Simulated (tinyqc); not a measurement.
From one set of inputs to another, one input at a time: Deal-Grove kinetics of thermal oxidation of silicon. Computed by tinyqc, a small Python program. Command: `OMP_NUM_THREADS=1 python tinyqc.py 3009912 3009913 out.jsonl oxide ladder`. One thread of a shared host (Intel(R) Xeon(R) Processor @ 2.30GHz), about 0.2 s of CPU time with the checks.

Oxidant diffuses through the oxide and reacts at the interface, so that dx/dt = B/(A + 2x) for the oxide thickness x.

The inputs printed are set A. Inputs not listed in the table keep their values of set A, so the rows need not describe a real material.

Inputs (values chosen for the exercise, close to those used for silicon):
```
quantity,value,unit
prefactor B0,332,um^2/h
activation energy E_B,0.79,eV
prefactor (B/A)0,9.35e+07,um/h
activation energy E_A,2.05,eV
temperature T,1000,C
oxidant pressure p,0.5,atm
pressure exponent m of B/A,1,-
initial oxide x_i,0.05,um
time t,0.49,h
"temperature of step 2, T2",1050,C
"time of step 2, t2",1.2,h
```

Ambient: steam. Surface: (100). Extension: second step.

Constants: k_B = 8.617333262e-05 eV/K.

Method:
- B = B0 p exp(-E_B/(k_B T)), B/A = (B/A)0 p^m exp(-E_A/(k_B T)), p in atm; A = B/(B/A).
- Temperatures in kelvin are T(C) + 273.15.
- tau = (x_i^2 + A x_i)/B and x = (A/2) [sqrt(1 + 4 B (t + tau)/A^2) - 1], the root of x^2 + A x = B (t + tau).
- Silicon consumed is 0.44 times the oxide grown; the rate is B/(A + 2x).
- Step 2 starts from the thickness x of step 1, with B and A at T2: tau2 = (x^2 + A2 x)/B2 and x2 = (A2/2) [sqrt(1 + 4 B2 (t2 + tau2)/A2^2) - 1].

Each row keeps all changes above it:
```
input moved,from,to,oxide thickness x (um),length A (um),thickness after both steps x2 (um)
set A,-,-,0.15942,0.34518,0.40650
temperature T (C),1000,950,0.11321,0.55200,0.38389
prefactor (B/A)0 (um/h),93500000,107000000,0.11937,0.48235,0.39444
initial oxide x_i (um),0.05,0.1,0.16083,0.48235,0.41408
oxidant pressure p (atm),0.5,1,0.21360,0.48235,0.60021
prefactor B0 (um^2/h) and activation energy E_B (eV),"332, 0.79","413, 0.779",0.22587,0.66604,0.68096
time t (h),0.49,0.31,0.18321,0.66604,0.66305
```

Where does the difference come from?

Oxide thickness x goes from 0.159 to 0.183, a factor 1.15 in all. The largest single move comes from temperature T (a factor 0.710), but it runs against the net change; the largest move in the direction of the net change is initial oxide x_i (a factor 1.35). Length A goes from 0.345 to 0.666, a factor 1.93 in all. The largest single move comes from temperature T (a factor 1.60), and prefactor (B/A)0 works against it (a factor 0.874). Thickness after both steps x2 goes from 0.407 to 0.663, a factor 1.63 in all. The largest single move comes from oxidant pressure p (a factor 1.45), and temperature T works against it (a factor 0.944). The single moves hold for this order of the switches; the total does not depend on the order.

Extremes, crossings and ranges named in words are read from the listed rows.
